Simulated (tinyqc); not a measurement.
Binding against mu: shallow acceptor in the spherical model (Baldereschi-Lipari), strong spin-orbit limit. Computed by tinyqc, a small Python program. Command: `OMP_NUM_THREADS=1 python tinyqc.py 3022764 3022765 out.jsonl acceptor walk`. One thread of a shared host (Intel(R) Xeon(R) Processor @ 2.30GHz), about 0.01 s of CPU time with the checks.

The 1S(3/2) state has an s envelope f(r) and a d envelope g(r). In effective units they obey -(f'' + 2f'/r + 2f/r) + mu (g'' + 5g'/r + 3g/r^2) = E f and -(g'' + 2g'/r - 6g/r^2 + 2g/r) + mu (f'' - f'/r) = E g. The cubic term, the split-off band and the central cell are left out.

Inputs (values chosen for the exercise, modelled on GaAs):

| quantity | value | unit |
|---|---|---|
| Luttinger gamma_1 | 6.98 | - |
| Luttinger gamma_2 | 2.12 | - |
| Luttinger gamma_3 | 2.88 | - |
| dielectric constant eps | 12.7 | - |

Constants: Ry = 13.605693123 eV; a_0 = 0.529177210903 angstrom.

Method:
- Ry* = Ry/(gamma_1 eps^2), a* = a_0 eps gamma_1, mu = (6 gamma_3 + 4 gamma_2)/(5 gamma_1), delta = (gamma_3 - gamma_2)/gamma_1; spherical masses 1/(gamma_1 (1 - mu)) (heavy) and 1/(gamma_1 (1 + mu)) (light).
- Basis: f_i = exp(-zeta_i r), g_i = r exp(-zeta_i r), weight r^2 dr, s = zeta_i + zeta_j. S_ff = 2/s^3, H_ff = zeta_i zeta_j S_ff - 2/s^2; S_gg = 24/s^5, H_gg = 8/s^3 + 24 zeta_i zeta_j/s^5 - 12/s^4; H(f_i, g_j) = mu (6 zeta_i^2/s^4 + 2 zeta_i/s^3); S_fg = 0. Each function is normalised by sqrt(S_ii).
- Large basis: zeta_i = 0.08 x 1.55^(i-1), i = 1..20 in each channel; overlap eigenvalues below 1e-11 are dropped.

mu = 0.738109

1S(3/2):

| mu | binding (Ry*) | d weight | binding x (1 - mu) |
|---|---|---|---|
| 0.10 | 1.0091 | 0.00424 | 0.90817 |
| 0.22 | 1.0457 | 0.02062 | 0.81563 |
| 0.44 | 1.2152 | 0.08430 | 0.68051 |
| 0.50 | 1.2985 | 0.10979 | 0.64927 |
| 0.74 | 2.0783 | 0.25158 | 0.54036 |
| 0.80 | 2.5802 | 0.29828 | 0.51604 |
| 0.90 | 4.7683 | 0.38818 | 0.47683 |
| 0.95 | 9.1447 | 0.44002 | 0.45723 |

What does the comparison show, and why?

The binding grows from 1.009 to 9.14 Ry*, slowly at first (second order in mu), while the d weight rises to 0.44. The last column, the binding in units of the heavy-hole Rydberg, falls to 0.457, towards about 0.44 as mu tends to 1.
